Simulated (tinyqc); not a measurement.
# Threshold-voltage variability of a planar MOSFET, analytic estimates: what changes with what

Three independent sources add in quadrature: random dopants in the depleted layer, metal-gate grains of two orientations, and roughness of the two gate edges acting through the roll-off VT = VT(long) - Vr exp(-L/l). These are first-order estimates: no three-dimensional electrostatics, no percolation.

Inputs (values chosen for the exercise); material values close to those of silicon: temperature T = 325 K; band gap Eg = 1.12 eV; relative permittivity of the semiconductor eps_r = 11.7; conduction-band density of states at T Nc = 3.21e19 cm^-3; valence-band density of states at T Nv = 2.95e19 cm^-3; channel doping Na = 3.8e17 cm^-3; oxide-equivalent thickness in inversion ti = 2.3 nm; gate length L = 20 nm; gate width W = 31 nm; metal grain size G = 10 nm; work-function difference of the two grain orientations dW = 0.3 eV; share of the orientation of higher work function p = 0.5; rms roughness of one gate edge De = 1.1 nm; correlation length of the roughness La = 30 nm; decay length of the threshold roll-off l = 5.3 nm; prefactor of the roll-off Vr = 2.6 V.

Constants: q = 1.602176634e-19 C, kB = 1.380649e-23 J/K, Vt = kB T/q, eps0 = 8.8541878128e-14 F/cm where lengths are in cm. Results are converted to the units shown.

Each table varies one quantity; the others keep the values above.

## Effect of the gate length

ni = sqrt(Nc Nv) exp(-Eg/(2 Vt)), Eg in volts; Cox = 3.9 eps0/ti; Wd = sqrt(4 eps0 eps_r Vt ln(Na/ni)/(q Na)); dopants: s1 = (q/Cox) sqrt(Na Wd/(3 L W)). Grains: Ng = L W/G^2 (at least 1), s2 = dW sqrt(p (1 - p)/Ng). Edges, with exponential correlation and u = W/La: the mean gate length has sL^2 = 2 De^2 (2/u)[1 - (1 - exp(-u))/u]; s3 = sL (Vr/l) exp(-L/l). s = sqrt(s1^2 + s2^2 + s3^2). l and Vr are held fixed.

Effect of the gate length:
```
L (nm)  s1 (mV)  s2 (mV)  s3 (mV)  s (mV)  s sqrt(L W) (mV um)
12        45.98    77.77    67.71   112.9                2.178
14        42.57    72.00    46.42   95.67                1.993
17        38.63    65.34    26.36   80.35                1.845
21        34.76    58.79    12.39   69.41                1.771
25        31.86    53.88    5.826   62.87                1.750
30        29.08    49.19    2.268   57.19                1.744
37        26.19    44.29   0.6054   51.46                1.743
44        24.01    40.61   0.1616   47.18                1.743
```

Read the table: what changes, and by how much?

As L goes from 12 to 44 nm, s falls from 113 to 47.2 mV. The grains are the largest source in the first and the last row. The product s sqrt(L W) falls from 2.18 to 1.74 mV um: s1 and s2 go as 1/sqrt(L W), so the change comes from s3 alone. For L = 12 to 14 nm the depleted region holds under ten dopants, so their spread is not Gaussian. At L = 12 nm the gate holds under four grains, so the work function takes a few discrete values. In every row the depletion depth exceeds L, so source and drain share much of the charge and s1 is rough.

## Effect of the channel doping

Same model as above.

l and Vr are held fixed.

The same in every row: s2 (mV) = 60.241; s3 (mV) = 14.966.

Effect of the channel doping:
```
Na (cm^-3)  s1 (mV)  s (mV)  s sqrt(L W) (mV um)
1.5e17       27.803  68.015               1.6936
2.6e17       32.197  69.926               1.7411
4.7e17       37.691  72.620               1.8082
8.2e17       43.694  75.909               1.8901
1.5e18       51.277  80.513               2.0048
2.6e18       59.307  85.851               2.1377
4.5e18       68.551  92.478               2.3027
8e18         79.778  101.08               2.5169
```

As Na goes from 1.5e17 to 8e18 cm^-3, s rises from 68.0 to 101 mV. The largest source is the grains in the first row and the dopants in the last. s1 goes on average as Na^(0.27), near the 1/4 expected from Na Wd. At Na = 1.5e17 cm^-3 the depleted region holds under ten dopants, so their spread is not Gaussian. For Na = 1.5e17 to 2.6e18 cm^-3 the depletion depth exceeds L, so source and drain share much of the charge and s1 is rough.

## Scaling length and width together

Same model as above.

l and Vr are held fixed. W = 1.55 L in every row; l is held fixed.

Result of one run:
```
L (nm)  s1 (mV)  s2 (mV)  s3 (mV)  s (mV)  s sqrt(L W) (mV um)
44       16.191   27.382  0.13815  31.811               1.7426
```

What becomes of these results when the gate length L is changed from 44 to 20 nm, all else the same?

Result of the changed run:
```
L (nm)  s1 (mV)  s2 (mV)  s3 (mV)  s (mV)  s sqrt(L W) (mV um)
20       35.620   60.241   14.966  71.566               1.7820
```

The whole series:
```
L (nm)  s1 (mV)  s2 (mV)  s3 (mV)  s (mV)  s sqrt(L W) (mV um)
13       54.799   92.679   59.071  122.81               1.9876
16       44.525   75.302   32.784  93.421               1.8609
20       35.620   60.241   14.966  71.566               1.7820
24       29.683   50.201   6.8386  58.720               1.7545
29       24.565   41.546   2.5728  48.333               1.7451
36       19.789   33.467  0.65623  38.886               1.7428
44       16.191   27.382  0.13815  31.811               1.7426
```

As L goes from 13 to 44 nm, s falls from 123 to 31.8 mV. The grains are the largest source in the first and the last row. The product s sqrt(L W) falls from 1.99 to 1.74 mV um: s1 and s2 go as 1/sqrt(L W), so the change comes from s3 alone. For L = 13 to 16 nm the depleted region holds under ten dopants, so their spread is not Gaussian. For L = 13 to 16 nm the gate holds under four grains, so the work function takes a few discrete values. In every row the depletion depth exceeds L, so source and drain share much of the charge and s1 is rough.

## Effect of the correlation length of the roughness

Same model as above.

l and Vr are held fixed.

The same in every row: s1 (mV) = 35.62; s2 (mV) = 60.24.

Effect of the correlation length of the roughness:
```
La (nm)  s3 (mV)  s (mV)  s sqrt(L W) (mV um)
2          6.090   70.25                1.749
5          9.119   70.58                1.757
10         11.71   70.96                1.767
20         13.96   71.36                1.777
40         15.53   71.69                1.785
80         16.47   71.90                1.790
160        16.98   72.01                1.793
```

As La goes from 2 to 160 nm, s rises from 70.2 to 72.0 mV. The grains are the largest source in the first and the last row. The edge term s3 rises from 6.09 to 17.0 mV: a longer correlation averages out less along the width. In every row the depletion depth exceeds L, so source and drain share much of the charge and s1 is rough.

Computed by the program tinyqc: `OMP_NUM_THREADS=1 python tinyqc.py 2090094 2090095 out.jsonl`, one thread of a shared Intel Xeon 2.30GHz, about 0.01 s for the whole run.
